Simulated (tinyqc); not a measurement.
Non-radiative capture by multiphonon emission, one effective mode. Which input was changed? Computed by tinyqc, a small Python program. Command: `OMP_NUM_THREADS=1 python tinyqc.py 3004929 3004930 out.jsonl capture which`. One thread of a shared host (Intel(R) Xeon(R) Processor @ 2.30GHz), about 0.2 s of CPU time with the checks.

The initial state (free carrier plus empty centre) lies dE above the final state; both have the same frequency and are displaced by dQ.

Inputs (values chosen for the exercise, with mass, screening and phonons like those of beta-Ga2O3):

| quantity | value | unit |
|---|---|---|
| energy released dE | 0.437 | eV |
| phonon energy hbar omega | 43.1 | meV |
| Huang-Rhys factor S | 2.94 | - |
| electron-phonon coupling W | 0.0077 | eV/(u^(1/2) angstrom) |
| cell volume V | 2190 | angstrom^3 |
| degeneracy g | 1 | - |
| broadening b | 38 | meV |
| carrier mass m | 2.99 | m_0 |
| dielectric constant eps | 10.3 | - |
| temperature T | 120 | K |
| defect density N_t | 2e+14 | cm^-3 |

Centre: attractive.

Constants: hbar^2/u = 4.18015928e-03 eV angstrom^2; k_B = 8.617333262e-05 eV/K; hbar = 6.582119569e-16 eV s; Ry = 13.605693123 eV; k_B = 1.380649e-23 J/K; m_0 = 9.1093837015e-31 kg.

Method:
- dQ = sqrt(2 S (hbar^2/u)/hbar omega); relaxation energy lambda = S hbar omega; phonons needed P = dE/hbar omega; classical barrier E_b = (dE - lambda)^2/(4 lambda); occupation n = 1/(exp(hbar omega/k_B T) - 1).
- Huang-Rhys weight for a net emission of p phonons: L_p = exp(-S (2n + 1)) ((n + 1)/n)^(p/2) I_p(2 S sqrt(n (n + 1))), I_p the modified Bessel function.
- M_p = sum_m w_m <m_i|Q|(m + p)_f>^2 with Q counted from the final minimum and Boltzmann weights w_m for m = 0..24; <m_i|Q|k_f> = sqrt((hbar^2/u)/(2 hbar omega)) [sqrt(k) <m|k-1> + sqrt(k+1) <m|k+1>], with overlaps of oscillators displaced by d = sqrt(2 S) summed on 1500 points from -16 to 16 + d.
- The delta function is a Gaussian of standard deviation b at dE - p hbar omega.
- C_0 = V (2 pi/hbar) g W^2 sum_p M_p Gaussian_p. The sum runs over the seven p from round(P) - 3 to round(P) + 3; 1 angstrom^3 = 1e-24 cm^3.
- Sommerfeld factor of an attractive centre: s(k) = 2 pi nu/(1 - exp(-2 pi nu)), nu = sqrt(Ry*/E), Ry* = Ry m/eps^2, averaged over (2/sqrt(pi)) sqrt(x) exp(-x) dx with x = E/k_B T = t^2 (trapezoid, t to 6 in steps of 0.01).
- C = s C_0; v = sqrt(3 k_B T/m); sigma = C/v; tau = 1/(C N_t).

Task: One of these inputs alone was changed, within the range given: Huang-Rhys factor S (1.47 to 5.88); electron-phonon coupling W (0.00385 to 0.0154); temperature T (60 to 240); dielectric constant eps (5.15 to 20.6). Which one, and to what value?

Results:

| run | cross-section sigma (cm^2) | Sommerfeld factor s | capture coefficient C (cm^3/s) |
|---|---|---|---|
| before | 7.827077e-16 | 43.17271 | 3.343585e-09 |
| after | 6.534588e-16 | 36.59668 | 3.293052e-09 |

Result:

Each candidate set to reproduce cross-section sigma, and what it then gives:

| candidate | range searched | value needed | Sommerfeld factor s | capture coefficient C (cm^3/s) |
|---|---|---|---|---|
| Huang-Rhys factor S | 1.47 to 5.88 | 2.851 | 43.173 | 2.7915e-09 |
| electron-phonon coupling W (eV/(u^(1/2) angstrom)) | 0.00385 to 0.0154 | 0.007036 | 43.173 | 2.7915e-09 |
| temperature T (K) | 60 to 240 | 167.0 | 36.597 | 3.2931e-09 |
| dielectric constant eps | 5.15 to 20.6 | 12.34 | 36.044 | 2.7915e-09 |

Only temperature T fits every result: it went from 120 to 167 K. The next best candidate, dielectric constant eps, misses one result by 15 %.

Caution: the largest term is not the one nearest energy conservation, so C_0 depends strongly on the broadening b. Caution: the effective Bohr radius is under 10 angstrom, so the effective-mass Sommerfeld factor is rough.
